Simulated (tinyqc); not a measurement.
Schemes compared: quasiparticle equation with a plasmon-pole self-energy for two band edges.

For each edge E = e + X + Sc(E), with the correlation part Sc(E) = A[0]/(E - a + w) + A[1]/(E - b - w); a and b are the valence and conduction energies that enter the Green function (a = ev, b = ec in the one-shot scheme). Z = 1/(1 - dSc/dE), dSc/dE = -A[0]/(E - a + w)^2 - A[1]/(E - b - w)^2.

Parameters, chosen for this exercise (scales of the order of those of GaN; shifted at random, so the results belong to these values and not to a real crystal):
- ev = 0 eV (mean-field valence top)
- ec = 1.95 eV (mean-field conduction edge)
- w = 16.7 eV (pole energy)
- Av = (33, 17.7) eV^2 (weights of the valence state on the hole and electron poles)
- Ac = (16.7, 32) eV^2 (the same for the conduction state)
- Xv = -1.77 eV (exchange minus the mean-field potential, valence)
- Xc = 1.93 eV (the same, conduction)

Z = 1; linearised; exact one-shot; energies updated in G (a, b); updated in G and W, where w grows by half of the opening of the gap (a rule chosen for the exercise).

Results (eV):

| scheme | Ev | Ec | gap | opening |
|---|---|---|---|---|
| mean field | 0.000 | 1.950 | 1.950 | 0.000 |
| Z = 1 | -0.743 | 2.859 | 3.602 | 1.652 |
| linearised | -0.635 | 2.732 | 3.367 | 1.417 |
| one-shot, exact | -0.634 | 2.730 | 3.363 | 1.413 |
| update G | -0.672 | 2.792 | 3.464 | 1.514 |
| update G and W | -0.725 | 2.845 | 3.570 | 1.620 |

The openings run from 1.413 (one-shot, exact) to 1.652 eV (Z = 1). Linearising moves the gap by 4 meV, updating G +100 meV and updating W a further +106 meV: once Z is kept, the level of self-consistency matters more than linearising.

Run: tinyqc, `OMP_NUM_THREADS=1 python tinyqc.py 1850491 1850492 out.jsonl`; Intel(R) Xeon(R) Processor @ 2.30GHz, one thread, shared host; about 0.02 s of CPU time with all checks.
